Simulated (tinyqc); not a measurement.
# One-dimensional ballistic tunnel FET, two-band WKB: effect of temperature

A p-type source for x < 0 with its Fermi level at 0 and its valence edge at ds; in the channel the bands fall as D exp(-x/lam) towards their flat values, with the conduction edge at Ec = ds - dP and D = dP + Eg. The gate moves dP one to one. The drain Fermi level lies at -Vd and the drain side reflects nothing. For w = E - Ec between 0 and dP an electron crosses the gap. Two-band dispersion with equal masses m: inside the gap kappa = sqrt(m u (1 - u/Eg)/C), u the distance from a band edge, C = hbar^2/(2 m0).

S(w) = 2 lam int_0^Eg kappa(u) du/(w + Eg - u) = 2 pi lam sqrt(m/(C Eg)) [w + Eg/2 - sqrt(w (w + Eg))], T(w) = exp(-S). I = g (2 q^2/h) int_0^dP T(w) [f(E) - f(E + Vd)] dw, E = ds - dP + w, f(x) = 1/(1 + exp(x/Vt)). Swing = d(dP)/d(log10 I).

Inputs (values chosen for the exercise); band and dielectric values close to those of indium phosphide: band gap Eg = 1.33 eV; band-edge mass of the two-band model m = 0.097 m0; screening length of the source junction lam = 5.4 nm; source valence edge above the source Fermi level ds = 0.1 eV; drain bias Vd = 0.3 V; number of degenerate subbands (spin apart) g = 2; tunnelling window Ev(source) - Ec(channel) dP = 0.1 eV.

Constants: q = 1.602176634e-19 C, kB = 1.380649e-23 J/K, hbar = 1.054571817e-34 J s, h = 6.62607015e-34 J s, m0 = 9.1093837015e-31 kg, Vt = kB T/q, hbar^2/(2 m0) = 0.0380998212 eV nm^2. Results are converted to the units shown.

Results:
```
T (K)     I (uA)  swing (mV/decade)  Vt ln 10 (mV/decade)
77     6.252e-12              16.15                 15.28
150    1.235e-10              28.16                 29.76
200    4.034e-10              32.53                 39.68
300     1.525e-9              36.45                 59.53
350     2.263e-9              37.41                 69.45
400     3.043e-9              38.07                 79.37
```

Estimate the missing row, T = 250 K.

Computed row:
```
T (K)     I (uA)  swing (mV/decade)  Vt ln 10 (mV/decade)
250    8.841e-10              34.97                 49.61
```

With this row back in the table: I rises from 6.25e-12 to 3.04e-9 uA, and the swing rises from 16.1 to 38.1 mV/decade, while the thermionic limit rises from 15.3 to 79.4 mV/decade. Gap and mass are held fixed.

Numbers from tinyqc (`OMP_NUM_THREADS=1 python tinyqc.py 2620004 2620005 out.jsonl`; about 0.01 s on one thread of a shared Intel Xeon 2.30GHz).
